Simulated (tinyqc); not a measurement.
X-ray reflectivity of a thin film on silicon: critical angles, Parratt recursion, fringes and roughness: one step, computed by the program tinyqc.

n = 1 - delta + i beta; the classical electron radius is r_e = 2.8179403e-6 nm. Layer 0 is vacuum, 1 the film, 2 the substrate.

Question. Fringe period, contrast and decay. Far above the critical angle the period is d theta = lambda/(2 d), or 2 pi/d in q; the envelope runs between (|r_01| - |r_12 p|)^2 and (|r_01| + |r_12 p|)^2; contrast = 2 a b/(a^2 + b^2) with a = |r_01|, b = |r_12 p|; roughness factors on the amplitudes are about exp(-q^2 sigma^2/2).

Inputs (values chosen for the exercise, modelled on tungsten on silicon, copper K-alpha radiation): wavelength lambda = 0.15406 nm; film thickness d = 13.5 nm; roughness of the surface sigma_1 = 0.42 nm; roughness of the interface sigma_2 = 0.45 nm.

1000 r_01 = 20.14541-1.69805i

1000 r_12 = -16.06883+1.53196i

p = -0.4891355-0.7079248i

q = 4 pi sin(theta)/lambda = 2.305974 1/nm

Give: period in theta; period in q; contrast; roughness factor, surface; roughness factor, interface.

Answer.

period in theta = 0.32693 degrees

period in q = 0.46542 1/nm

contrast = 0.93346

roughness factor, surface = 0.62562

roughness factor, interface = 0.58368
